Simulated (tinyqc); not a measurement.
Physical sputtering: collision-cascade yield, angular dependence, faceting and resputtering in deposition: one step, computed by the program tinyqc. Command: `OMP_NUM_THREADS=1 python tinyqc.py 3020921 3020922 out.jsonl sputter walk`. One thread of a shared host (Intel(R) Xeon(R) Processor @ 2.30GHz), about 0.01 s of CPU time with the checks.

Ions start collision cascades; atoms that reach the surface with more than U leave. The target is amorphous or fine-grained.

Question. Oblique incidence. Angular law: Y/Y0 = t^f exp(-f cos(a_opt)(t - 1)), t = 1/cos(angle), largest at a_opt. A plane tilted by the angle recedes along the beam at a speed proportional to Y(angle), and along its own normal as Y cos(angle).

Inputs (values chosen for the exercise, modelled on krypton ions on tungsten): angular exponent f = 2.5; angle of the largest yield = 69 degrees; angle of incidence = 40 degrees.

yield Y0 = 4.485514 atoms per ion

Give: Y/Y0 at the angle; yield at the angle; normal speed relative to a flat surface; largest Y/Y0.

Answer.

Y/Y0 at the angle = 1.481

yield at the angle = 6.643 atoms per ion

normal speed relative to a flat surface = 1.134

largest Y/Y0 = 2.615
